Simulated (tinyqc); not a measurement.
Inside a calculation. Method: Pariser-Parr-Pople SCF with singles CI, for the molecule O=c1cccccc1 (SMILES; centres numbered as the heavy atoms are written). One step of it, computed by the program tinyqc.

Task: Singles CI, singlets. Over the 4 single excitations with the smallest orbital gaps: A = (e_a - e_i) delta + 2 (ia|jb) - (ij|ab), with (pq|rs) = sum c_mp c_mq gamma_mn c_nr c_ns. f = 2/3 w |mu|^2 in atomic units, mu = sqrt2 sum c_ia sum_m c_mi c_ma R_m.

orbital energies (eV): -15.614969  -13.691151  -12.959030  -10.393782  -2.392714  -1.650513  1.782284  2.839255

coefficients:
```
,MO1,MO2,MO3,MO4,MO5,MO6,MO7,MO8
1O,0.264289,0.559505,0.000000,0.622508,0.000000,0.372071,0.000000,-0.301914
2C,0.372170,0.470133,0.000000,0.010052,0.000000,-0.452698,0.000000,0.659870
3C,0.348182,0.157218,0.418644,-0.391941,0.503421,-0.165525,0.267028,-0.415975
4C,0.367366,-0.150036,0.527594,-0.199265,-0.217186,0.494303,-0.417702,0.241846
5C,0.373674,-0.430971,0.215364,0.335957,-0.446539,-0.237865,0.504204,-0.072006
6C,0.373674,-0.430971,-0.215364,0.335957,0.446539,-0.237865,-0.504204,-0.072006
7C,0.367366,-0.150036,-0.527594,-0.199265,0.217186,0.494303,0.417702,0.241846
8C,0.348182,0.157218,-0.418644,-0.391941,-0.503421,-0.165525,-0.267028,-0.415975
```

repulsion gamma_rs (eV), lower triangle:
```
,1O,2C,3C,4C,5C,6C,7C,8C
1O,15.200000
2C,8.105103,11.130000
3C,5.514497,7.554085,11.130000
4C,3.712060,5.078081,7.553271,11.130000
5C,3.095413,4.233299,5.079867,7.554938,11.130000
6C,3.095413,4.233299,4.234084,5.079247,7.553862,11.130000
7C,3.712060,5.078081,4.233612,4.233148,5.079247,7.554938,11.130000
8C,5.514497,7.554085,5.080158,4.233612,4.234084,5.079867,7.553271,11.130000
```

Centres (angstrom, eV; a flat drawing with bonds scaled to 1.40 angstrom):
```
centre,x,y,core charge z,W,gamma_rr
1O,2.637000,0.000000,1,17.700000,15.200000
2C,1.237000,0.000000,1,11.160000,11.130000
3C,0.629000,1.261000,1,11.160000,11.130000
4C,-0.736000,1.573000,1,11.160000,11.130000
5C,-1.830000,0.700000,1,11.160000,11.130000
6C,-1.830000,-0.700000,1,11.160000,11.130000
7C,-0.736000,-1.573000,1,11.160000,11.130000
8C,0.629000,-1.261000,1,11.160000,11.130000
```

Give: singlet CI matrix; singlet excitation energies; oscillator strengths.

Result:

singlet CI matrix (eV), lower triangle:
```
,4>5,4>6,3>5,2>5
4>5,3.4571
4>6,0.0000,4.9347
3>5,0.0000,0.8850,5.8962
2>5,-0.1142,0.0000,0.0000,6.5234
```

singlet excitation energies (eV): 3.4529  4.4083  6.4226  6.5277

oscillator strengths: 0.1827  0.2458  1.7561  0.4008
